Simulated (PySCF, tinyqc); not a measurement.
Worked calculation: coupled-perturbed Hartree-Fock on RHF in the sto-3g basis, for H4, spin multiplicity 1. The lowest restricted solution is unstable here: a spin-polarised one lies 0.0066 hartree lower (PySCF). One step of it, computed by the program tinyqc.

Problem. Coupled step 1. U_ai = -(mu_ai + sum_bj [4 (ai|bj) - (ab|ij) - (aj|bi)] U_bj) / (e_a - e_i); alpha = -4 sum U_ai mu_ai.

uncoupled U:
```
          i1        i2
a3  1.417958  0.000000
a4  0.000000  1.325009
```

dipole integrals <a|z|i> (bohr):
```
           i1         i2
a3  -1.181124   0.000000
a4   0.000000  -1.137435
```

orbital energies (hartree): MO1 -0.544770, MO2 -0.330220, MO3 0.288205, MO4 0.528216

Two-electron integrals over orbitals (pq|rs), unique and non-zero (hartree):
```
(11|11) 0.457616   (21|21) 0.160925   (22|11) 0.455013   (22|22) 0.463367
(31|31) 0.115326   (32|32) 0.090404   (33|11) 0.447366   (33|22) 0.448383
(33|33) 0.455569   (41|32) 0.088306   (41|41) 0.086299   (42|31) 0.119713
(42|42) 0.129663   (43|21) 0.161954   (43|43) 0.177595   (44|11) 0.454323
(44|22) 0.462694   (44|33) 0.464018   (44|44) 0.478998
```

Give: U after step 1; polarisability.

Solution.

U after step 1:
```
       i1     i2
a3  1.227  0.000
a4  0.000  1.061
```

polarisability = 10.625 bohr^3
